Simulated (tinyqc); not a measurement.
What moves the results: cylindrical quantum wire. A value that a table varies takes the place of the one given here.

A cylinder of radius R, isotropic masses, c = hbar^2/2m0, k = sqrt(mw E/c), kappa = sqrt(mb (V0 - E)/c). State (n, m) is J_m(k r) inside and K_m(kappa r) outside; psi and psi'/m are continuous: (k/mw) J_m'(kR)/J_m(kR) = (kappa/mb) K_m'(kappa R)/K_m(kappa R).

With hard walls E = c (x/R)^2/mw, x a zero of J_m: (1,0) 2.404826; (2,0) 5.520078; (1,1) 3.831706; (2,1) 7.015587; (1,2) 5.135622; (2,2) 8.417244; (1,3) 6.380162; (2,3) 9.761023.

Constants: hbar^2/2m0 = 3.80998211 eV angstrom^2.

Parameters, chosen for this exercise (near those of a GaAs wire in AlGaAs; not measured data):

| symbol | value | unit | meaning |
|---|---|---|---|
| V0 | 0.275 | eV | barrier height |
| mw | 0.0662 | m0 | mass inside |
| mb | 0.0952 | m0 | mass outside |
| Rs | (36, 52, 73, 104, 146, 208, 291) | angstrom | radii |
| R | 104 | angstrom | radius |

## Radius

The two lowest states against R; a dash marks an unbound state.

Levels (eV):

| R (angstrom) | (1,0) | (1,1) | (1,0), hard walls | flat well of width 2R |
|---|---|---|---|---|
| 36 | 0.1109 | 0.2585 | 0.2568 | 0.0497 |
| 52 | 0.0673 | 0.1676 | 0.1231 | 0.0295 |
| 73 | 0.0402 | 0.1014 | 0.0625 | 0.0174 |
| 104 | 0.0224 | 0.0568 | 0.0308 | 0.0096 |
| 146 | 0.0124 | 0.0315 | 0.0156 | 0.0053 |
| 208 | 0.0065 | 0.0166 | 0.0077 | 0.0028 |
| 291 | 0.0035 | 0.0089 | 0.0039 | 0.0015 |

What does this show?

The lowest state is bound at every radius listed. (1,1) is bound at every radius listed. At the largest radius the level is 0.89 of the hard-wall value and 2.34 times that of the flat well (the hard-wall ratio is 2.34); the exponent d ln E/d ln R between the last two radii is -1.86.

## Shape and dimension

Lowest level with hard walls: film c (pi/2R)^2/mw, cylinder c (2.404826/R)^2/mw, sphere c (pi/R)^2/mw, square or cube of side a: 2 or 3 times c (pi/a)^2/mw; c = hbar^2/2m0. Finite barriers V0 with outer mass mb and psi, psi'/m continuous for film, cylinder and sphere (not separable for the square and the cube: dash).

Lowest level (eV):

| shape | hard walls | finite barrier |
|---|---|---|
| film, width 2R | 0.0131 | 0.0096 |
| cylinder, radius R | 0.0308 | 0.0224 |
| square wire of equal area | 0.0334 | - |
| sphere, radius R | 0.0525 | 0.0380 |
| cube of equal volume | 0.0606 | - |

What can be read from the table?

With hard walls the levels of film, cylinder and sphere stand as 1 : 2.34 : 4.00; with the finite barrier as 1 : 2.33 : 3.94. The square lies 8.6 % above the circle of equal area and the cube 15.5 % above the sphere of equal volume: round shapes give the lowest level for a given size.

## What each parameter does

The lowest level (1,0) and its distance to V0. Each row changes one parameter from the base and keeps the others.

Results:

| case | E (eV) | V0 - E (eV) | k R |
|---|---|---|---|
| base | 0.0224 | 0.2526 | 2.0532 |
| R = 114 angstrom | 0.0192 | 0.2558 | 2.0805 |
| V0 = 0.234 eV | 0.0219 | 0.2121 | 2.0276 |
| mw = 0.0728 m0 | 0.0210 | 0.2540 | 2.0819 |
| mb = 0.0762 m0 | 0.0232 | 0.2518 | 2.0871 |

How do the results move?

The largest shifts from the base row, up to three for each result and ties (the steps differ in size, so this ranks the rows, not the parameters). E (eV): R -0.0033, mw -0.0015, mb +0.0007. V0 - E (eV): V0 -0.0404, R +0.0033, mw +0.0015. k R: mb +0.0338, mw +0.0286, R +0.0273.

Program tinyqc; command `OMP_NUM_THREADS=1 python tinyqc.py 1250451 1250452 out.jsonl`; about 0.03 s on one thread of a shared Intel(R) Xeon(R) Processor @ 2.30GHz.
